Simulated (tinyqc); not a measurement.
Chemical shift by three methods: effective-mass impurity with a central-cell term, in a basis of Slater functions. Computed by tinyqc, a small Python program. Command: `OMP_NUM_THREADS=1 python tinyqc.py 3011408 3011409 out.jsonl centralcell walk`. One thread of a shared host (Intel(R) Xeon(R) Processor @ 2.30GHz), about 0.01 s of CPU time with the checks.

The envelope obeys H = -nabla^2 - (2/r) [Z + A exp(-kappa r)] in effective units, with kappa = a*/lambda; positive A deepens the well near the core.

Inputs (values chosen for the exercise, with screening close to that of InP):
```
quantity                   value      unit
effective mass m           0.455       m_0
dielectric constant eps     12.9         -
charge Z of the core           1         -
central-cell strength A      4.7         -
central-cell range lambda   0.92  angstrom
```

Impurity: acceptor, one isotropic band.

Constants: Ry = 13.605693123 eV; a_0 = 0.529177210903 angstrom.

Method:
- Units: Ry* = Ry m/eps^2 and a* = a_0 eps/m, with m in m_0.
- kappa = a*/lambda; the hydrogenic ground state is bound by Z^2 Ry*.
- For s functions exp(-zeta r), with s = zeta_i + zeta_j: S = 2/s^3, T = zeta_i zeta_j S, V = -2 Z/s^2, W = -2 A/(s + kappa)^2; each function is normalised by dividing by sqrt(S_ii S_jj).
- Large basis: zeta_i = 0.06 x 1.6^(i-1), i = 1..22, same formulas; for p functions r exp(-zeta r): S = 24/s^5, T = zeta_i zeta_j S (centrifugal term included), V = -12 Z/s^4, W = -12 A/(s + kappa)^4; overlap eigenvalues below 1e-11 are dropped.
- First order: shift = 8 A Z^3/(2 Z + kappa)^2 Ry*. One exponent: minimise zeta^2 - 2 Z zeta - 8 A zeta^3/(2 zeta + kappa)^2 by golden section on 0.2 to 6 Z. All shifts are the binding beyond Z^2 Ry*.

kappa = 16.3077 1/a*

Ry* = 37.2008 meV

hydrogenic binding energy = 37.2008 meV

Shift of the 1s binding energy (meV):
```
A      first order  one exponent  large basis
-4.70      -4.1733       -3.4549       -2.926
-2.35      -2.0866       -1.8866       -1.718
0.47        0.4173        0.4266        0.436
1.18        1.0478        1.1090        1.175
2.35        2.0866        2.3486        2.664
4.70        4.1733        5.4261        7.354
5.88        5.2210        7.4066       11.307
```

The three columns are ordered, first order <= one exponent <= large basis, since each is a variational bound with more freedom. At the largest attractive A first order gives 46 % and one exponent 66 % of the shift; at the most repulsive A the true shift is -2.926 meV against -4.173. Attraction pulls the envelope in and feeds itself, repulsion pushes it out and saturates.

Extremes, crossings and ranges named in words are read from the listed rows.
